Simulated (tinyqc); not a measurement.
# Vertical double-diffused power MOSFET, components of the on-resistance: two studies

Stripe cells of pitch Wp + a, two channels a cell. Current flows through the channels, spreads in the accumulation layer, passes the gap between the p bodies and spreads at 45 degrees into the drift layer below them. Low drain voltage, full ionisation.

Parameters, values chosen for the exercise; bulk values close to those of 4H silicon carbide: temperature T = 450 K; relative permittivity eps_r = 10.1; critical-field constant Kc = 22900 V/cm per (cm^-3)^(1/8); rated breakdown voltage of the drift layer BV = 650 V; drift mobility at 300 K mud = 793 cm^2/(V s); temperature exponent of the drift mobility bt = 2.1; gate oxide thickness (eps_r 3.9) tox = 53 nm; gate overdrive Vov = 7 V; channel mobility mch = 26 cm^2/(V s); accumulation-layer mobility mac = 110 cm^2/(V s); channel length Lc = 0.3 um; width of the p body in one cell, channels included Wp = 4 um; gap between neighbouring p bodies a = 2.2 um; depth of the p body xp = 2 um; doping of the gap over the drift doping Nj = 2; built-in voltage of the body junction Vbi = 2.81 V; substrate and contact resistance Rs = 0.33 mohm cm^2.

Constants: q = 1.602176634e-19 C, eps0 = 8.8541878128e-14 F/cm where lengths are in cm. Results are converted to the units shown.

Each table varies one quantity; the others keep the values above.

## On-resistance against the rated breakdown voltage of the drift layer

Triangular field at breakdown with Ec = Kc N^(1/8): BV = eps0 eps_r Ec^2/(2 q N), so N = (eps0 eps_r Kc^2/(2 q BV))^(4/3); W = 2 BV/Ec; mu = mud (T/300 K)^(-bt); rho = 1/(q mu N); ideal resistance rho W. Pitch p = Wp + a, Cox = 3.9 eps0/tox; zero-bias depletion in the gap w0 = sqrt(2 eps0 eps_r Vbi/(q N Nj)), open gap g = a - 2 w0; R_ch = Lc p/(2 mch Cox Vov); R_acc = 0.6 a p/(4 mac Cox Vov), 0.6 being an empirical factor for current leaving the layer along its length; R_gap = (rho/Nj) xp p/g; spreading depth t = min(W, (p - g)/2); R_drift = (rho p/2) ln((g + 2 t)/g) + rho (W - t); R_on = the sum with Rs.

The same in every row: R_ch (mohm cm^2) = 0.7843; R_acc (mohm cm^2) = 0.4078.

On-resistance against the rated breakdown voltage of the drift layer:
```
BV (V)  R_gap (mohm cm^2)  R_drift (mohm cm^2)  R_on (mohm cm^2)  ideal (mohm cm^2)  largest term
300               0.07180              0.07797             1.672            0.04484       channel
490                0.1462               0.2220             1.890             0.1529       channel
800                0.3059               0.6692             2.497             0.5207       channel
1300               0.6650                2.084             4.271              1.753         drift
2100                1.552                6.592             9.666              5.814         drift
3500                4.667                23.03             29.22              20.85         drift
5600                26.09                75.06             102.7              67.51         drift
```

R_on rises from 1.67 to 103 mohm cm^2. The channel term is the largest at BV = 300, the drift term from 1300 on. R_on is 37.3 times the ideal drift resistance in the first row and 1.52 times in the last. The ideal resistance goes as BV^(2.50), and R_on as BV^(2.67) between the last two rows.

## On-resistance against the channel mobility

Same model as above.

The same in every row: R_acc (mohm cm^2) = 0.4078; R_gap (mohm cm^2) = 0.2228; R_drift (mohm cm^2) = 0.4168; ideal (mohm cm^2) = 0.3099.

Result of one run:
```
mch (cm^2/(V s))  R_ch (mohm cm^2)  R_on (mohm cm^2)  largest term
40                          0.5098             1.887       channel
```

What becomes of these results when the channel mobility mch is changed from 40 to 70 cm^2/(V s), all else the same?

Result of the changed run:
```
mch (cm^2/(V s))  R_ch (mohm cm^2)  R_on (mohm cm^2)  largest term
70                          0.2913             1.669         drift
```

The whole series:
```
mch (cm^2/(V s))  R_ch (mohm cm^2)  R_on (mohm cm^2)  largest term
5                            4.078             5.456       channel
10                           2.039             3.417       channel
20                           1.020             2.397       channel
40                          0.5098             1.887       channel
70                          0.2913             1.669         drift
100                         0.2039             1.581         drift
300                        0.06797             1.445         drift
500                        0.04078             1.418         drift
```

R_on falls from 5.46 to 1.42 mohm cm^2. The channel term is the largest at mch = 5, the drift term from 70 on. R_on is 17.6 times the ideal drift resistance in the first row and 4.58 times in the last.

Numbers from tinyqc (`OMP_NUM_THREADS=1 python tinyqc.py 2230022 2230023 out.jsonl`; about 0.01 s on one thread of a shared Intel Xeon 2.30GHz).
